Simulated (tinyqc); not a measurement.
What moves the carrier density: donors on two lattice sites with valley-orbit split states.

Each donor binds at most one electron, in any of its states. For a site s, W_s = sum over its states of g exp(E/kT), and the ionised share is 1/(1 + W_s exp(eta)), eta = (EF - Ec)/kT; n = Nc F_1/2(eta); neutrality n + NA = ND x (mean ionised share, the two sites in equal numbers); holes are neglected. Nc from N = 2 (m kB T/(4 pi c))^(3/2) with c = hbar^2/2m0, in 1/angstrom^3; times 1e24 for 1/cm^3, m = md. F_j(eta) = (1/Gamma(j + 1)) integral_0^infinity x^j dx/(1 + exp(x - eta)), which tends to exp(eta) for eta << 0.

Mobility (Caughey-Thomas form): mu = mu0 + (mu1 (T/300)^(-ga) - mu0)/(1 + ((ND + NA)/Nr)^de); rho = 1/(e n mu), e = 1.602176634e-19 C.

Constants: hbar^2/2m0 = 3.80998211 eV angstrom^2; kB = 8.617333262e-05 eV/K.

Inputs chosen for the exercise (near those of nitrogen in 4H-SiC; shifted at random, so the results belong to these values and not to a real crystal):
```
symbol  value                    unit        meaning
md      0.829                    m0          density-of-states mass of the conduction band
E       (65.1, 57.2, 129, 84.1)  meV         binding energies of h ground, h excited, k ground, k excited
g       (2, 4, 2, 4)                         their degeneracies with spin
ND      4.1e+18                  1/cm^3      donors, half on each site
NA      7.4e+17                  1/cm^3      compensating acceptors, all ionised
T       200                      K
mu0     42                       cm^2/(V s)  mobility at heavy doping
mu1     921                      cm^2/(V s)  mobility at light doping and 300 K
Nr      2.1e+17                  1/cm^3      reference doping
de      0.61                                 doping exponent
ga      2.4                                  temperature exponent
```

All results formed anew.

One parameter was then changed.

Results before and after:
```
case,eta,n (1/cm^3),rho (ohm cm)
base,-4.777,8.657e+16,0.2061
changed,-4.884,7.781e+16,0.2293
```

Which of these changes was made? (a) T = 230 K; (b) Nr = 4.2e+17 1/cm^3; (c) ND = 8.2e+18 1/cm^3; (d) E = (70.1, 57.2, 129, 84.1) meV; (e) md = 0.912 m0; (f) NA = 1.15e+18 1/cm^3.

Answer: (d) E = (70.1, 57.2, 129, 84.1) meV. Of the candidates, run in turn, only this one gives the changed row.

All candidates:
```
case,eta,n (1/cm^3),rho (ohm cm)
base,-4.777,8.657e+16,0.2061
"E = (70.1, 57.2, 129, 84.1) meV",-4.884,7.781e+16,0.2293
md = 0.912 m0,-4.798,9.783e+16,0.1823
ND = 8.2e+18 1/cm^3,-3.986,1.902e+17,0.1249
NA = 1.15e+18 1/cm^3,-5.413,4.588e+16,0.4039
T = 230 K,-4.385,1.578e+17,0.1518
Nr = 4.2e+17 1/cm^3,-4.777,8.657e+16,0.1495
```

Computed by tinyqc, a small Python program: `OMP_NUM_THREADS=1 python tinyqc.py 1680458 1680459 out.jsonl` (the numbers bound the seed that draws the inputs); one thread of a shared host (Intel(R) Xeon(R) Processor @ 2.30GHz), about 0.01 s for the whole set of steps.
